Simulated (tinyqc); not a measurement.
Worked calculation: RHF in the sto-6g basis, for H2, spin multiplicity 1. Computed by tinyqc, a small Python program that keeps every step (integrals from PySCF). Settings: charge = 0, multiplicity = 1, basis = sto-6g, energy threshold = 1e-09, iteration cap = 81, orthogonalisation = symmetric, start = core, DIIS depth = 3, damping = 0.5, method = RHF. Command: `OMP_NUM_THREADS=1 python tinyqc.py 23066 23067 out.jsonl` (the two numbers bound the seeds that draw the settings). One thread of a shared host (Intel(R) Xeon(R) Processor @ 2.60GHz), about 0.04 s of CPU time with the checks. Later iterations appear only in the table of the cycle.

## One-electron integrals

Geometry (angstrom):
```
atom       x       y       z
H     0.0000  0.0000  0.0000
H     0.0000  0.0000  0.8740
```

Basis sto-6g: exponents (1/bohr^2) and contraction coefficients of normalised primitives:
```
element  l (shell)  exponent  coefficient
H            s (1)   35.5232       0.0092
H            s (1)    6.5131       0.0494
H            s (1)    1.8221       0.1685
H            s (1)    0.6260       0.3706
H            s (1)    0.2431       0.4165
H            s (1)    0.1001       0.1303
```

Overlap, kinetic and nuclear-attraction integrals over the contracted functions; the nuclear repulsion is the sum of Za Zb / Rab.

nuclear repulsion = 0.605466 hartree

overlap S:
```
        1H 1s   2H 1s
1H 1s  1.0000  0.5735
2H 1s  0.5735  1.0000
```

kinetic energy T (hartree):
```
        1H 1s   2H 1s
1H 1s  0.7685  0.1636
2H 1s  0.1636  0.7685
```

nuclear attraction V (hartree):
```
         1H 1s    2H 1s
1H 1s  -1.8143  -0.9750
2H 1s  -0.9750  -1.8143
```

core Hamiltonian H = T + V (hartree):
```
         1H 1s    2H 1s
1H 1s  -1.0458  -0.8114
2H 1s  -0.8114  -1.0458
```

## Two-electron integrals

Functions are numbered as in S; the eight-fold symmetry (ij|kl) = (ji|kl) = (kl|ij) leaves the list below.

Two-electron integrals (ij|kl) in chemists' order, unique and non-zero (hartree):
```
(11|11) 0.7750   (21|11) 0.3712   (21|21) 0.2173   (22|11) 0.5209
(22|21) 0.3712   (22|22) 0.7750
```

## Orthogonalisation

S = U s U^T; symmetric (Loewdin) form X = U s^(-1/2) U^T, so that X^T S X = 1.

eigenvalues of S: 0.4265  1.5735

X:
```
         1H 1s    2H 1s
1H 1s   1.1642  -0.3670
2H 1s  -0.3670   1.1642
```

## Starting guess

The start is the orbitals of the core Hamiltonian; D = 2 C_occ C_occ^T.

D at the start:
```
        1H 1s   2H 1s
1H 1s  0.6355  0.6355
2H 1s  0.6355  0.6355
```

## Iteration 1: building the Fock matrix

J_ij = sum D_kl (ij|kl), K_ij = sum D_kl (ik|jl); F = H + J - 0.5 K; E = tr D H + tr D J / 2 - 0.25 tr D K + E_nn.

Coulomb J (hartree):
```
        1H 1s   2H 1s
1H 1s  1.2954  0.7480
2H 1s  0.7480  1.2954
```

exchange K (hartree):
```
        1H 1s   2H 1s
1H 1s  1.1025  0.9410
2H 1s  0.9410  1.1025
```

Fock matrix F (hartree):
```
         1H 1s    2H 1s
1H 1s  -0.3016  -0.5338
2H 1s  -0.5338  -0.3016
```

total energy of this density = -1.105749 hartree

This density is the starting one.

## Iteration 1: diagonalisation and new density

Diagonalise F' = X^T F X, C = X C', fill 1 alpha and 1 beta electrons from the bottom; D = 2 C_occ C_occ^T; the new density keeps 0.5 of the old one (damping). Each column has its largest component positive (the first on a tie).

F' = X^T F X (hartree):
```
         1        2
1   0.0068  -0.5378
2  -0.5378   0.0068
```

orbital energies (hartree): MO1 -0.5309, MO2 0.5446

coefficients C:
```
          MO1      MO2
1H 1s  0.5637   1.0828
2H 1s  0.5637  -1.0828
```

D after iteration 1:
```
        1H 1s   2H 1s
1H 1s  0.6355  0.6355
2H 1s  0.6355  0.6355
```

## Iteration 2: building the Fock matrix

As before.

Coulomb J (hartree):
```
        1H 1s   2H 1s
1H 1s  1.2954  0.7480
2H 1s  0.7480  1.2954
```

exchange K (hartree):
```
        1H 1s   2H 1s
1H 1s  1.1025  0.9410
2H 1s  0.9410  1.1025
```

Fock matrix F (hartree):
```
         1H 1s    2H 1s
1H 1s  -0.3016  -0.5338
2H 1s  -0.5338  -0.3016
```

total energy of this density = -1.105749 hartree

This density is a damped mixture and is not idempotent.

## Iteration 2 (converged): orbitals

Diagonalise F' = X^T F X, C = X C', fill 1 alpha and 1 beta electrons from the bottom; D = 2 C_occ C_occ^T. Each column has its largest component positive (the first on a tie).

F' = X^T F X (hartree):
```
         1        2
1   0.0068  -0.5378
2  -0.5378   0.0068
```

orbital energies (hartree): MO1 -0.5309, MO2 0.5446

coefficients C:
```
          MO1      MO2
1H 1s  0.5637   1.0828
2H 1s  0.5637  -1.0828
```

D after iteration 2:
```
        1H 1s   2H 1s
1H 1s  0.6355  0.6355
2H 1s  0.6355  0.6355
```

## Convergence

Stop when the energy changes by less than 1e-09 hartree and every element of the error matrix X^T (F D S - S D F) X is below 9e-06.

Course of the cycle:
```
iteration  E (hartree)  change  largest element of the error matrix
1            -1.105749       -                             2.54e-16
2            -1.105749  0.0000                             2.54e-16
```

PySCF RHF in the same basis = -1.105749 hartree

Converged in 2 iterations.

## Populations, bond orders and dipole

Mulliken: Z minus the diagonal of D S on the atom; Loewdin: the same with S^(1/2) D S^(1/2); Mayer order: 2 sum_s sum (D(s) S)_ij (D(s) S)_ji over the two atoms.

Charges (e):
```
atom  Mulliken  Loewdin
1H           0        0
2H           0        0
```

Mayer bond orders:
```
pair   order
2-1   1.0000
```

dipole moment about the origin, x y z (debye): 0.0000  0.0000  0.0000
